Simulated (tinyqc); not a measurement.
Inside a calculation: optical gain and spontaneous emission in a bulk direct-gap semiconductor. Values are carried at full precision from step to step, so a last printed digit may differ when a step is redone from the rounded ones.

F_j(eta) = (1/Gamma(j + 1)) integral_0^infinity x^j dx/(1 + exp(x - eta)), which tends to exp(eta) for eta << 0.

Quasi-Fermi levels: n = Nc F_1/2(Fc/kT) and p = Nv F_1/2(Fv/kT), Fc counted up from the conduction edge and Fv down from the valence edge; Nc, Nv from N = 2 (m kB T/(4 pi c))^(3/2) with c = hbar^2/2m0, in 1/angstrom^3; times 1e24 for 1/cm^3, with me and (mhh^(3/2) + mlh^(3/2))^(2/3).

Constants: hbar^2/2m0 = 3.80998211 eV angstrom^2; kB = 8.617333262e-05 eV/K; fine-structure constant alpha = 0.007297352564; hbar = 6.58211957e-16 eV s; hbar c = 1973.269805 eV angstrom.

Values chosen for the exercise (near those of GaN; the results hold for these values, not for the real material):
```
symbol  value    unit    meaning
me      0.2049   m0      electron mass
mhh     1.336    m0      heavy-hole mass
mlh     0.3003   m0      light-hole mass
n       3.7e+18  1/cm^3  injected density, n = p
T       300      K
Eg      3.507    eV      direct gap
Ep      16.7     eV      Kane energy
nr      2.64             refractive index
E       3.529    eV      photon energy
```

## Quasi-Fermi levels

Solve for Fc and Fv.

kT = 0.025852 eV
Nc = 2.327e+18 1/cm^3
Nv = 4.288e+19 1/cm^3
Fc = 0.0262 eV
Fv = -0.0626 eV
Fc + Fv = -0.0363 eV

The separation of the quasi-Fermi levels is below the gap, so there is no gain at any energy. The quasi-Fermi level of the electrons lies inside the band, that of the holes in the gap.

## Absorption of the empty crystal

Parabolic bands, vertical transitions, no excitons. For each hole band j: mr = me mj/(me + mj); joint density of states J_j(E) = (mr/c)^(3/2) sqrt(E - Eg)/(2 pi^2), both spins, c = hbar^2/2m0; averaged matrix element |e.p|^2 = m0 Ep/6; alpha_j(E) = 4 pi^2 alpha_f c Ep J_j/(3 nr E) in 1/angstrom (alpha_f the fine-structure constant, listed as alpha among the constants), times 1e8 for 1/cm.

Evaluate at E for heavy and light holes.

mr, J and alpha of each hole band:
```
hole   mr (m0)  J (1/(eV angstrom^3))  alpha (1/cm)
heavy  0.17765              7.566e-05        4961.9
light  0.12180              4.295e-05        2816.7
```

The heavy-hole band gives 64 % of the total, 7779 1/cm.

## Occupations and gain at E

For band j the electron sits at Ee = (E - Eg) mr/me above its edge and the hole at Eh = (E - Eg) mr/mj; fe = 1/(1 + exp((Ee - Fc)/kT)), fh = 1/(1 + exp((Eh - Fv)/kT)); gain g = sum_j alpha_j (fe + fh - 1).

Use mr and alpha from the table.

Energies, occupations and gain of each hole band:
```
hole   Ee (eV)  Eh (eV)     fe     fh  g (1/cm)
heavy   0.0191   0.0029  0.569  0.074     -1776
light   0.0131   0.0089  0.624  0.059      -891
```

total gain = -2667 1/cm

E - Eg = 0.0220 eV is above Fc + Fv = -0.0363 eV, so both bands give loss (Bernard-Duraffourg).

## Spontaneous emission

Spontaneous rate: R = integral of (nr E/(hbar c))^2/(pi^2 hbar) sum_j alpha_j fe fh dE, with alpha in 1/cm and (nr E/(hbar c))^2 in 1/cm^2 (1e16 per 1/angstrom^2); B = R/(n p); lifetime n/R.

Integrate over photon energy.

R = 7.95e+26 1/(cm^3 s)
B = 5.80e-11 cm^3/s
radiative lifetime = 4.66 ns

## Checks

- B at n = 1e13 1/cm^3 against the van Roosbroeck-Shockley value from alpha and ni^2 (cm^3/s): both 6.67e-11.

tinyqc: `OMP_NUM_THREADS=1 python tinyqc.py 1680173 1680174 out.jsonl`; about 0.07 s, one thread, shared Intel(R) Xeon(R) Processor @ 2.30GHz.
